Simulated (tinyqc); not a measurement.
## Thermionic emission over a Gaussian spread of barriers: effect of temperature

Metal on an n-type semiconductor with one parabolic valley; V > 0 is forward bias (metal positive). Patches of barrier height b are spread as a Gaussian with mean phi - r2 V and variance sg^2 + r3 V; each carries A* T^2 exp(-b/Vt) [exp(V/Vt) - 1].

A* = 4 pi q me m0 kB^2/h^3 (times 1e-4 for A/(cm^2 K^2)). The mean of exp(-b/Vt) gives the apparent barrier phi_ap(V) = phi - r2 V - (sg^2 + r3 V)/(2 Vt), J = A* T^2 exp(-phi_ap/Vt) [exp(V/Vt) - 1], and 1/n = 1 + r2 + r3/(2 Vt). J0 = A* T^2 exp(-phi_ap(0)/Vt); the current at zero bias is centred on b = phi - sg^2/Vt.

Inputs (values chosen for the exercise); band and dielectric values those of a made-up semiconductor:
- me = 0.0409 m0 (electron mass)
- phi = 0.84 eV (barrier height seen from the metal)
- sg = 0.067 eV (standard deviation of the barrier heights)
- r2 = -0.065 (shift of the mean barrier per volt, with its sign reversed (rho2))
- r3 = -0.0025 V (change of sg^2 per volt (rho3))

Constants: q = 1.602176634e-19 C, kB = 1.380649e-23 J/K, h = 6.62607015e-34 J s, m0 = 9.1093837015e-31 kg, Vt = kB T/q. Results are converted to the units shown.

Result of one run:
```
phi_ap(0) (eV)       n  J0 (A/cm^2)  barrier that carries most current (eV)
0.76558         1.1191    5.6987e-6                                 0.69116
```

Which temperature T gave this result: 100, 140, 350 or 400 K?

T = 350 K.

The whole series:
```
T (K)  phi_ap(0) (eV)       n  J0 (A/cm^2)  barrier that carries most current (eV)
100           0.57954  1.2659   3.0491e-25                                 0.31907
140           0.65395  1.2028   2.7698e-19                                 0.46791
180           0.69530  1.1704   5.4273e-15                                 0.55060
220           0.72161  1.1507   7.0102e-12                                 0.60322
260           0.73982  1.1374    1.5169e-9                                 0.63964
300           0.75318  1.1278    9.8384e-8                                 0.66636
350           0.76558  1.1191    5.6987e-6                                 0.69116
400           0.77488  1.1127    1.3569e-4                                 0.70977
```

The apparent barrier rises from 0.580 to 0.775 eV and n falls from 1.27 to 1.11. A Richardson plot, ln(J0/T^2) against 1/Vt, has the slope -0.393 eV between the first two rows and -0.700 eV between the last two, against phi = 0.84 eV: the plot bends, because cold electrons seek the low patches. In 4 of the 8 rows sg exceeds 3 Vt, so the current comes from more than three deviations below the mean, a tiny share of the area that a Gaussian of independent patches describes poorly.

Numbers from tinyqc (`OMP_NUM_THREADS=1 python tinyqc.py 2640123 2640124 out.jsonl`; about 0.01 s on one thread of a shared Intel Xeon 2.30GHz).
